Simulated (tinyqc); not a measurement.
From one set of inputs to another, one input at a time: kinetics of strain relaxation and threading dislocations in mismatched semiconductor layers. Computed by tinyqc, a small Python program. Command: `OMP_NUM_THREADS=1 python tinyqc.py 3022894 3022895 out.jsonl threading ladder`. One thread of a shared host (Intel(R) Xeon(R) Processor @ 2.30GHz), about 0.02 s of CPU time with the checks.

60-degree dislocations on {111} planes of a (001) layer, isotropic elasticity. The Schmid factor is 1/sqrt(6), and a misfit segment relieves strain with b/2.

The inputs printed are set A. Inputs not listed in the table keep their values of set A, so the rows need not describe a real material.

Inputs (values chosen for the exercise, modelled on Si(0.8)Ge(0.2) on Si):
```
quantity,value,unit
misfit f,0.00879,-
shear modulus G,64,GPa
Poisson ratio nu,0.27,-
Burgers vector b,3.88,angstrom
glide activation energy Q,2.14,eV
velocity prefactor v0,36000,m/s per MPa
layer thickness h,180,nm
anneal temperature T,901,K
anneal time t,13,s
initial thread density rho_0,2.9e+06,1/cm^2
multiplication constant delta,91000,1/m
```

Sources: fixed density of threads.

Constants: k_B = 8.617333262e-05 eV/K.

Method:
- Excess resolved stress tau = (1/sqrt 6) [2 G (1 + nu)/(1 - nu)] (e - e_eq), e_eq = b (1 - nu/4) [ln(h/b) + 1]/(4 pi (1 + nu) h), the Matthews-Blakeslee strain of an uncapped layer; glide velocity v = v0 tau exp(-Q/(k_B T)), tau in MPa.
- Threads run in two directions, so de/dt = -(b/4) rho v, with rho fixed. With x = e - e_eq, x0 = f - e_eq (fully strained at t = 0) and v = m S x (m the mobility, S x = tau): x = x0 exp(-t/t_r), t_r = 4/(b rho_0 m S).
- The half time is that at which x = x0/2.

Each row keeps all changes above it:
```
input moved,from,to,excess stress tau (MPa),half time (s),strain left e
set A,-,-,717.4,70.29,0.007841
anneal time t (s),13,65,717.4,70.29,0.005056
anneal temperature T (K),901,938,717.4,23.70,0.002078
initial thread density rho_0 (1/cm^2),2900000,5800000,717.4,11.85,0.001075
layer thickness h (nm),180,220,730.3,11.85,0.000936
glide activation energy Q (eV),2.14,2.17,730.3,17.17,0.001339
misfit f,0.00879,0.00913,761.2,17.17,0.001364
velocity prefactor v0 (m/s per MPa),36000,24000,761.2,25.76,0.002213
```

Excess stress tau goes from 717 to 761, a factor 1.06 in all. The largest single move comes from misfit f (a factor 1.04). Half time goes from 70.3 to 25.8, a factor 0.367 in all. The largest single move comes from anneal temperature T (a factor 0.337), and velocity prefactor v0 works against it (a factor 1.50). Strain left e goes from 0.00784 to 0.00221, a factor 0.282 in all. The largest single move comes from anneal temperature T (a factor 0.411), and velocity prefactor v0 works against it (a factor 1.62). The single moves hold for this order of the switches; the total does not depend on the order.

Caution (all rows): blocking of threads by crossing misfit lines, left out here, leaves real layers with more strain.

Extremes, crossings and ranges named in words are read from the listed rows.
